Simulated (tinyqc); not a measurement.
Sp3 tight binding, zinc-blende lattice, step by step. One step of it, computed by the program tinyqc.

Question. Bloch Hamiltonian at G. Slater-Koster rules over the four bonds with direction cosines (l, m, n): ss V_ss; s-px l V_sp; px-s -l V_sp; px-px l^2 V_pps + (1 - l^2) V_ppp; px-py l m (V_pps - V_ppp); each times exp(i k.d).

Parameters chosen for this model: zinc-blende lattice, anion at 0, cation at a/4 (1,1,1); V = eta hbar^2 / (m d^2), hbar^2/m = 7.619964 eV angstrom^2:
```
parameter          value      unit
a               4.090000  angstrom
d               1.771022  angstrom
Es anion      -14.140000        eV
Ep anion       -8.920000        eV
Es cation     -10.210000        eV
Ep cation      -6.860000        eV
eta ss         -1.320000
eta sp          1.420000
eta pp sigma    2.220000
eta pp pi      -0.630000
V ss           -3.206852        eV
V sp            3.449796        eV
V pp sigma      5.393343        eV
V pp pi        -1.530543        eV
```

k point G (2 pi / a): 0  0  0

Give: H(k) at G.

Answer.

H(k) at G (eV):
```
          a s    a px    a py    a pz      c s    c px    c py    c pz
a s   -14.140   0.000   0.000   0.000  -12.827   0.000   0.000   0.000
a px    0.000  -8.920   0.000   0.000    0.000   3.110   0.000   0.000
a py    0.000   0.000  -8.920   0.000    0.000   0.000   3.110   0.000
a pz    0.000   0.000   0.000  -8.920    0.000   0.000   0.000   3.110
c s   -12.827   0.000   0.000   0.000  -10.210   0.000   0.000   0.000
c px    0.000   3.110   0.000   0.000    0.000  -6.860   0.000   0.000
c py    0.000   0.000   3.110   0.000    0.000   0.000  -6.860   0.000
c pz    0.000   0.000   0.000   3.110    0.000   0.000   0.000  -6.860
```
